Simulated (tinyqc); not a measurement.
# Conduction-band offset of an n-N heterojunction from carrier-profile moments: what changes with what

Layer 1 (x < 0) accumulates electrons and layer 2 (x > 0) is depleted. Boltzmann statistics. The bands bend down by V1 in layer 1 and up by V2 in layer 2, with V1 + V2 = VD = dE + Vt ln[(N2/Nc2)/(N1/Nc1)].

Values chosen for this exercise; values of the order of III-V alloys: temperature T = 200 K; relative permittivity of both layers eps_r = 12.7; density of states of the narrow-gap layer 1 Nc1 = 2.2e17 cm^-3; density of states of the wide-gap layer 2 Nc2 = 1e18 cm^-3; conduction-band offset dE = 0.24 eV; donor density in layer 1 N1 = 8.1e15 cm^-3; donor density in layer 2 N2 = 2.3e16 cm^-3; fixed charge at the interface si = 0 cm^-2.

Constants: q = 1.602176634e-19 C, kB = 1.380649e-23 J/K, Vt = kB T/q, eps0 = 8.8541878128e-14 F/cm where lengths are in cm. Results are converted to the units shown.

Each table varies one quantity; the others keep the values above.

## Effect of the offset

Sheet densities from the first integral: Q1 = sqrt((2 eps0 eps_r Vt N1/q)(exp(u1) - u1 - 1)) extra electrons, Q2 = sqrt((2 eps0 eps_r Vt N2/q)(exp(-u2) + u2 - 1)) missing ones, u = V/Vt; neutrality Q1 = Q2 + si.

Result of one run:
```
dE (eV)	VD (V)	V1 (V)	Q1 (cm^-2)	n(0-)/Nc1
0.44	0.4319	0.07106	3.331e11	2.273
```

What becomes of these results when the conduction-band offset dE is changed from 0.44 to 0.31 eV, all else the same?

Result of the changed run:
```
dE (eV)	VD (V)	V1 (V)	Q1 (cm^-2)	n(0-)/Nc1
0.31	0.3019	0.06403	2.669e11	1.512
```

The whole series:
```
dE (eV)	VD (V)	V1 (V)	Q1 (cm^-2)	n(0-)/Nc1
0.06	0.05189	0.02614	6.323e10	0.1678
0.12	0.1119	0.04292	1.296e11	0.4442
0.19	0.1819	0.05359	1.894e11	0.8251
0.25	0.2419	0.05955	2.309e11	1.166
0.31	0.3019	0.06403	2.669e11	1.512
0.37	0.3619	0.06762	2.991e11	1.862
0.44	0.4319	0.07106	3.331e11	2.273
0.5	0.4919	0.07355	3.599e11	2.627
```

Q1 rises from 6.32e10 to 3.60e11 cm^-2, as VD^(0.59) between the last two rows. Layer 1 takes 50.4 % of VD in the first row and 15.0 % in the last: accumulation charge grows exponentially with V1, so most of a large offset falls across the depleted side. For dE = 0.19, 0.25, 0.31, 0.37, 0.44, 0.5 n(0-) nears or passes Nc1, where degeneracy and quantisation lower Q1.

## Effect of the doping of the wide-gap layer

Same model as above.

Effect of the doping of the wide-gap layer:
```
N2 (cm^-3)	VD (V)	V1 (V)	Q1 (cm^-2)	n(0-)/Nc1
1.9e15	0.1889	0.02587	6.236e10	0.1651
3.3e15	0.1984	0.03194	8.315e10	0.2350
5.8e15	0.2081	0.03893	1.112e11	0.3525
1e16	0.2175	0.04634	1.470e11	0.5419
1.7e16	0.2267	0.05408	1.925e11	0.8489
3e16	0.2365	0.06281	2.567e11	1.409
5.3e16	0.2463	0.07190	3.419e11	2.387
9.1e16	0.2556	0.08076	4.487e11	3.992
1.6e17	0.2653	0.09018	5.955e11	6.893
```

Read the table: what changes, and by how much?

Q1 rises from 6.24e10 to 5.96e11 cm^-2, as N2^(0.51) over the table, while VD grows by Vt ln 10 a decade and the share V1/VD rises from 0.137 to 0.340. For N2 = 1e16, 1.7e16, 3e16, 5.3e16, 9.1e16, 1.6e17 n(0-) nears or passes Nc1, where degeneracy and quantisation lower Q1.

tinyqc, about 0.08 s, one thread, Intel Xeon 2.30GHz (shared host): `OMP_NUM_THREADS=1 python tinyqc.py 2410068 2410069 out.jsonl`
